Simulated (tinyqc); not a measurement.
The diagram with and without ligand: potential-pH (Pourbaix) lines of a metal, its cation, its oxide and an oxyanion, with a complexing ligand. Computed by tinyqc, a small Python program. Command: `OMP_NUM_THREADS=1 python tinyqc.py 3000903 3000904 out.jsonl pourb walk`. One thread of a shared host (Intel(R) Xeon(R) Processor @ 2.30GHz), about 0.02 s of CPU time with the checks.

Potentials are against the standard hydrogen electrode; solids and water have unit activity; dG_f of M, H+ and the electron is zero; F = e N_A and s = R T ln(10)/F. The cation carries z = 2.

Inputs (values chosen for the exercise, modelled on nickel): dG_f of the cation = -45.92 kJ/mol; dG_f of the oxide = -210.65 kJ/mol; dG_f of the oxyanion = -290.55 kJ/mol; dG_f of water = -237.14 kJ/mol; temperature T = 298.15 K; log10 of the dissolved activity a = -2; log10 of the stability constant beta of ML = 6.1; pKa of HL = 8.5; total ligand c_L = 0.22 mol/L.

Species: M, M2+, MO, MO2(2-).

Constants: R = 8.314462618 J/(mol K); e = 1.602176634e-19 C; N_A = 6.02214076e+23 1/mol.

Method. M2+ + 2e = M; MO + 2H+ + 2e = M + H2O; MO2(2-) + 4H+ + 2e = M + 2H2O. For each, E0 = -dG/(z F), and E = E0 + (s/z) log10 a - (s n_H/z) pH, with no activity term for the oxide. The free ligand is c_L/(1 + 10^(pKa - pH)) (ligand in excess); dissolved metal is a in all, so the free cation is a/alpha, alpha = 1 + beta [L]; the cation line drops by (s/z) log10 alpha.

E0 (V): cation -0.237964, oxide 0.137275, oxyanion 0.952114

s = 0.0591593 V

Lines against the metal (V); the species with the lowest line is stable above it:
```
pH    cation     oxide  oxyanion  stable above  cation with ligand  stable above, ligand
0   -0.29712   0.13727   0.89295        cation            -0.29713             dissolved
2   -0.29712   0.01896   0.65632        cation            -0.29820             dissolved
4   -0.29712  -0.09936   0.41968        cation            -0.32639             dissolved
5   -0.29712  -0.15852   0.30136        cation            -0.35472             dissolved
6   -0.29712  -0.21768   0.18304        cation            -0.38413             dissolved
7   -0.29712  -0.27684   0.06472        cation            -0.41334             dissolved
8   -0.29712  -0.33600  -0.05360         oxide            -0.43979             dissolved
9   -0.29712  -0.39516  -0.17191         oxide            -0.45458             dissolved
10  -0.29712  -0.45432  -0.29023         oxide            -0.45771             dissolved
12  -0.29712  -0.57264  -0.52687         oxide            -0.45810                 oxide
14  -0.29712  -0.69096  -0.76351      oxyanion            -0.45811              oxyanion
```

Without ligand the oxide holds 4 of the eleven rows (pH 8 to 12), with it 1 (pH 12). The ligand acts once beta [L] exceeds 1, from pH = pKa - log10(beta c_L) = 3.1 on; its line then falls by at most s/z per pH unit and flattens beyond pKa, 0.161 V below the free cation at most. The oxide line falls faster, by s per pH unit, so the oxide takes over again at higher pH.

Extremes, crossings and ranges named in words are read from the listed rows.
